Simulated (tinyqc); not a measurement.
## Barrier height from two thicknesses

Inverse problem. Through a thick flat barrier T = c exp(-2 kappa t) with a prefactor c that does not depend on t, and kappa = sqrt(m1 phi1/C), C = hbar^2/(2 m0). Find kappa, the decades lost for each nanometre, c and phi1.

Values chosen for this exercise: tunnelling mass of layer 1 m1 = 0.52 m0.

Constants: q = 1.602176634e-19 C, hbar = 1.054571817e-34 J s, m0 = 9.1093837015e-31 kg, hbar^2/(2 m0) = 0.0380998212 eV nm^2. Results are converted to the units shown.

T at t = 1 and 2.9 nm: 4.8866927e-6  5.6045832e-17

Solution. The ratio of the two values removes c: kappa = ln(T_a/T_b)/(2 (t_b - t_a)).

kappa = 6.63 1/nm
decades a nanometre = 5.76
c = 2.80
phi1 = 3.22 eV

Numbers from tinyqc (`OMP_NUM_THREADS=1 python tinyqc.py 2540060 2540061 out.jsonl`; about 0.04 s on one thread of a shared Intel Xeon 2.30GHz).
